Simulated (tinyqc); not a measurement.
## MOS inversion layer, Poisson-Schroedinger loop: effect of the temperature

Electrons confined at an insulator interface at z = 0, treated as a hard wall; parabolic valleys, Hartree approximation, no image or exchange terms. The depletion charge lies far deeper than the electrons and gives a uniform field q Nd/(eps0 eps_r); the gate balances all charge. Energies are counted from the band edge at the interface.

Schroedinger equation -(C/mz) psi'' + (V0 + U) psi = E psi, C = hbar^2/(2 m0), psi(0) = 0, on a uniform mesh of 800 nodes with a far wall at 49 nm, 8 levels a set; V0 = q Nd z/(eps0 eps_r); dU/dz = q (Ns - integral of n from 0 to z)/(eps0 eps_r), U(0) = 0; N_k = g md m0 q Vt/(pi hbar^2) ln(1 + exp((EF - E_k)/Vt)), g the number of valleys of the set, sum N_k = Ns. Triangular well: E_k = a_k (C F^2/mz)^(1/3), a_1 = 2.338107, a_2 = 4.087949, C = hbar^2/(2 m0), F in eV/nm. Fang-Howard (all electrons in the lowest level of set A): b^3 = 6 (mz1/C) q (Nd + 11 Ns/32)/(eps0 eps_r), centroid 3/b, level C b^2/(4 mz1) + (3/b) q (Nd + 11 Ns/16)/(eps0 eps_r). The centroid adds 3.9 z_av/eps_r to an oxide-equivalent thickness. Shares under 0.0001 % are printed as 0.

Values chosen for this exercise; masses and permittivity close to those of gallium nitride:
```
symbol   value   unit                                     meaning
eps_r     9.45                              relative permittivity
mz1      0.202     m0  mass along z of valley set A (1 valley(s))
md1        0.2     m0    in-plane density-of-states mass of set A
Ns      2.8e12  cm^-2                  sheet density of electrons
Nd      1.4e11  cm^-2           sheet density of depletion charge
```

Constants: q = 1.602176634e-19 C, kB = 1.380649e-23 J/K, hbar = 1.054571817e-34 J s, m0 = 9.1093837015e-31 kg, Vt = kB T/q, eps0 = 8.8541878128e-14 F/cm where lengths are in cm, hbar^2/(2 m0) = 0.0380998212 eV nm^2. Results are converted to the units shown.

The same in every row: Fang-Howard centroid (nm) = 3.43.

Effect of the temperature:
```
T (K)  A1 (meV)  A2 (meV)  EF (meV)  share of A1 (%)  share of A2 (%)  centroid z_av (nm)  added oxide equivalent (nm)
20          169       210       202             99.9           0.0547                3.25                         1.34
50          169       212       202             98.7             1.23                3.30                         1.36
77          169       215       202             97.1             2.73                3.37                         1.39
120         170       219       201             94.1             5.00                3.53                         1.45
200         171       227       197             88.2             8.41                3.87                         1.60
300         172       235       188             81.3             11.5                4.34                         1.79
400         173       243       176             75.2             13.8                4.78                         1.97
500         174       249       160             69.7             15.4                5.18                         2.14
```

As T goes from 20 to 500, A1 rises from 169 to 174 meV, the share of A1 falls from 99.9 to 69.7 % and the centroid rises from 3.25 to 5.18 nm. EF lies more than 2 meV above A1 for T = 20, 50, 77, 120, 200, 300, 400. The Fang-Howard centroid is 5.6 % above the full one in the first row, where A1 holds 99.9 %, and 34 % below it in the last, where A1 holds 69.7 %. For T = 400, 500 the eighth level of a set still holds over 0.4 % of the electrons, so more levels and a farther wall would raise the centroid.

Computed by the program tinyqc: `OMP_NUM_THREADS=1 python tinyqc.py 2160055 2160056 out.jsonl`, one thread of a shared Intel Xeon 2.30GHz, about 0.6 s for the whole run.
